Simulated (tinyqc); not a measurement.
Gupta-type many-body potential for a metal: one step, computed by the program tinyqc. Command: `OMP_NUM_THREADS=1 python tinyqc.py 3020297 3020298 out.jsonl gupta walk`. One thread of a shared host (Intel(R) Xeon(R) Processor @ 2.30GHz), about 0.01 s of CPU time with the checks.

E_i = sum_j A exp(-p (r_ij/r0 - 1)) - xi rho_i^gamma, with rho_i = sum_j exp(-2 q (r_ij/r0 - 1)); gamma = 1/2 is the tight-binding second-moment form. The crystal is fcc unless stated; d is the neighbour distance and a fixed number of shells is kept.

Task: Equilibrium of the fcc crystal. fcc shells: d sqrt(k), k = 1..5, with 12, 6, 24, 12, 24 atoms; Omega = d^3/sqrt2. Equilibrium: dE/dd = 0; B = d^2 E''(d)/(9 Omega).

Inputs (values chosen for the exercise, modelled on copper): repulsion A = 0.0846 eV; hopping xi = 1.18 eV; decay p = 11.2; decay q = 2.35; reference distance r0 = 2.556 angstrom; shells kept = 3; embedding exponent gamma = 0.5.

Constants: 1 eV/angstrom^3 = 160.2176634 GPa.

Give: neighbour distance d; lattice constant; cohesive energy E_c; bulk modulus B.

Result:

neighbour distance d = 2.570 angstrom

lattice constant = 3.635 angstrom

cohesive energy E_c = 3.336 eV

bulk modulus B = 138.4 GPa
